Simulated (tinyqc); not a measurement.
Raising D: domain walls in a thin film with perpendicular anisotropy: Bloch, Neel and chiral walls, motion and stripe domains. Computed by tinyqc, a small Python program. Command: `OMP_NUM_THREADS=1 python tinyqc.py 3012295 3012296 out.jsonl mwall walk`. One thread of a shared host (Intel(R) Xeon(R) Processor @ 2.30GHz), about 0.01 s of CPU time with the checks.

One-dimensional wall: polar angle theta(x), azimuth phi of the moment in the wall (phi = 0 Neel, 90 degrees Bloch). mu_0 = 1.25663706212e-6 T m/A, gamma = 1.76085963023e11 rad/(s T).

Inputs (values chosen for the exercise, for a model film):
```
quantity,value,unit
saturation magnetisation M_s,1190,kA/m
exchange stiffness A,11,pJ/m
uniaxial anisotropy K_u,1180,kJ/m^3
DMI constant D,0.15,mJ/m^2
thickness t,0.67,nm
```

Method. K_eff = K_u - mu_0 M_s^2/2; Delta = sqrt(A/K_eff); sigma_0 = 4 sqrt(A K_eff); profile theta = 2 arctan exp(x/Delta); quality factor Q = 2 K_u/(mu_0 M_s^2). sigma(phi) = sigma_0 + 2 Delta K_D cos^2(phi) - pi D cos(phi), with the wall shape anisotropy K_D = N_x mu_0 M_s^2/2, N_x = t ln 2/(pi Delta). The minimum has cos(phi) = D/D_N for D < D_N = 4 Delta K_D/pi and phi = 0 beyond; sigma turns negative at D_c = (sigma_0 + 2 Delta K_D)/pi.

D_N = 0.167469 mJ/m^2

D_c = 2.35875 mJ/m^2

width parameter Delta = 6.15629 nm

sigma_0 = 7.14716 mJ/m^2

Wall against D; the last column is the Kaplan-Gehring width, log10[0.955 t exp(pi sigma/(mu_0 M_s^2 t))/nm], with a dash where it falls below 10 Delta and the formula fails:
```
D (mJ/m^2),phi (degrees),sigma (mJ/m^2),sigma/sigma_0,log10 domain width
0.033,78.635,7.1369,0.99857,7.9732
0.084,59.895,7.0810,0.99074,7.9091
0.130,39.080,6.9886,0.97782,7.8035
0.470,0.000,5.9337,0.83021,6.5962
0.940,0.000,4.4571,0.62362,4.9065
1.400,0.000,3.0120,0.42142,3.2528
1.900,0.000,1.4412,0.20165,-
2.100,0.000,0.8129,0.11373,-
```

What follows from these numbers?

D_N is 7 % of D_c, so a small D fixes the chirality long before it lowers the energy much. Beyond D_N sigma falls by pi per unit of D, and the domain width, which has sigma in an exponent, drops by 4.7 decades over the valid rows (values above 6 mean a single domain in any device).

Extremes, crossings and ranges named in words are read from the listed rows.
